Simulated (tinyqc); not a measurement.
Cluster expansion of a binary alloy: correlations, fit, cross-validation and ground states: one step, computed by the program tinyqc.

s = +1 for A and -1 for B. Energy per site E = J0 + J1 P(point) + sum over clusters of m V P, with P the mean product of spins; V > 0 on a pair favours unlike neighbours. Clusters per site m: pair 1 2, pair 2 2, pair 3 2, triplet 4; the triplet is two first-neighbour bonds at a right angle. Formation energies are counted from the line between pure A and pure B, which removes J0 and J1.

Task: Formation energies. Exact: X V with V = (V1, V2, V3, Vt). The data to fit add the noise amplitude times the normal numbers, standing for what the clusters leave out.

Inputs (values chosen for the exercise, for a model alloy): first-pair interaction V1 = -12.4 meV; second-pair interaction V2 = -3.2 meV; third-pair interaction V3 = 0.81 meV; triplet interaction Vt = 1.8 meV; noise amplitude = 5.6 meV/site.

Lattice: square.

X, rows A, A3B p(2x2), A3B c(4x2), A2B diagonal rows, A2B rows, AB c(2x2), AB p(2x1), A2B2 rows, AB2 diagonal rows, AB2 rows, AB3 p(2x2), AB3 c(4x2), B, columns pair 1, pair 2, pair 3, triplet:
```
[[0.000000, 0.000000, 0.000000, 0.000000],
 [-2.000000, -2.000000, 0.000000, -4.000000],
 [-2.000000, -2.000000, -1.000000, -4.000000],
 [-2.666667, -1.333333, -2.666667, -2.666667],
 [-1.333333, -2.666667, -1.333333, 0.000000],
 [-4.000000, 0.000000, 0.000000, 0.000000],
 [-2.000000, -4.000000, 0.000000, 0.000000],
 [-1.000000, -2.000000, -2.000000, 0.000000],
 [-2.666667, -1.333333, -2.666667, 2.666667],
 [-1.333333, -2.666667, -1.333333, 0.000000],
 [-2.000000, -2.000000, 0.000000, 4.000000],
 [-2.000000, -2.000000, -1.000000, 4.000000],
 [0.000000, 0.000000, 0.000000, 0.000000]]
```

standard normal numbers for the noise (0 for the pure ends): A 0.000, A3B p(2x2) -0.056, A3B c(4x2) -1.296, A2B diagonal rows -0.130, A2B rows 0.036, AB c(2x2) -1.069, AB p(2x1) -1.517, A2B2 rows 1.075, AB2 diagonal rows -0.059, AB2 rows -1.076, AB3 p(2x2) 0.813, AB3 c(4x2) 0.716, B 0.000

Give: exact energies; data.

Result:

exact energies (meV/site): A 0.00, A3B p(2x2) 24.00, A3B c(4x2) 23.19, A2B diagonal rows 30.37, A2B rows 23.99, AB c(2x2) 49.60, AB p(2x1) 37.60, A2B2 rows 17.18, AB2 diagonal rows 39.97, AB2 rows 23.99, AB3 p(2x2) 38.40, AB3 c(4x2) 37.59, B 0.00

data (meV/site): A 0.00, A3B p(2x2) 23.69, A3B c(4x2) 15.93, A2B diagonal rows 29.65, A2B rows 24.19, AB c(2x2) 43.61, AB p(2x1) 29.10, A2B2 rows 23.20, AB2 diagonal rows 39.64, AB2 rows 17.96, AB3 p(2x2) 42.95, AB3 c(4x2) 41.60, B 0.00
